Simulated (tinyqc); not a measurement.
Oxide trap near a transistor channel: two-state multiphonon kinetics, telegraph noise and bias instability. Changing the frequency f. Computed by tinyqc, a small Python program. Command: `OMP_NUM_THREADS=1 python tinyqc.py 3010605 3010606 out.jsonl oxidetrap sweep`. One thread of a shared host (Intel(R) Xeon(R) Processor @ 2.30GHz), about 0.01 s of CPU time with the checks.

An n-channel device under positive gate bias. The trap is empty (state 1) or holds an electron (state 2); both states are parabolas of equal curvature, and the electron reservoir is taken at the Fermi level of the channel.

Inputs (values chosen for the exercise, with an insulator like Si3N4 on silicon):
```
quantity,value,unit
insulator constant eps_ox,7.43,-
insulator thickness t_ox,4.3,nm
trap depth x from the interface,1.6,nm
tunnel barrier phi_b,2.17,eV
tunnelling mass m_ox,0.41,m_0
trap level above E_F at zero field E_t,0.78,eV
relaxation energy E_R,1.6,eV
oxide field F,4.5,MV/cm
attempt rate k_0 at the interface,6e+11,1/s
temperature T,350,K
channel width W,42,nm
channel length L,73,nm
```

Parts treated: one trap and an ensemble.

Constants: hbar^2/(2 m_0) = 3.80998212 eV angstrom^2; k_B = 8.617333262e-05 eV/K; e = 1.602176634e-19 C; eps_0 = 8.8541878128e-12 F/m.

Method:
- kappa = sqrt(2 m_ox phi_b)/hbar = sqrt(m_ox phi_b/(hbar^2/2m_0)); attenuation length lambda = 1/(2 kappa); factor exp(-x/lambda) for a rectangular barrier.
- E_21 = E_t - e F x is the energy of state 2 over state 1; barriers E_c = (E_R + E_21)^2/(4 E_R), E_e = E_c - E_21; tau_c = exp(E_c/k_B T)/(k_0 P), tau_e = exp(E_e/k_B T)/(k_0 P), P the tunnelling factor; occupation f_2 = tau_e/(tau_c + tau_e); 1/tau_0 = 1/tau_c + 1/tau_e.
- Charge-sheet step dV = e (t_ox - x)/(eps_ox eps_0 W L); Lorentzian spectrum S(f) = 4 dV^2 tau_0^2/((tau_c + tau_e)(1 + (2 pi f tau_0)^2)); corner 1/(2 pi tau_0); variance dV^2 f_2 (1 - f_2) = dV^2 tau_0/(tau_c + tau_e).

One run for each value:
```
frequency f (Hz),S(f) (V^2/Hz),corner frequency (Hz)
1.00e-02,3.181e-06,0.09639
1.00e-01,1.549e-06,0.09639
1.00e+00,2.960e-08,0.09639
1.00e+01,2.987e-10,0.09639
1.00e+02,2.988e-12,0.09639
1.00e+03,2.988e-14,0.09639
1.00e+04,2.988e-16,0.09639
1.00e+05,2.988e-18,0.09639
1.00e+06,2.988e-20,0.09639
```

Over the rows, S(f) (V^2/Hz) falls from 3.18e-6 to 2.99e-20 (exponent d ln y / d ln x -0.31 between the first rows and -2.0 between the last). At the high end the exponent of S(f) is -2.00, close to -2: the tail of a Lorentzian.

Caution (all rows): the field lowers the tunnel barrier appreciably over the trap depth, so the rectangular barrier understates the rate.
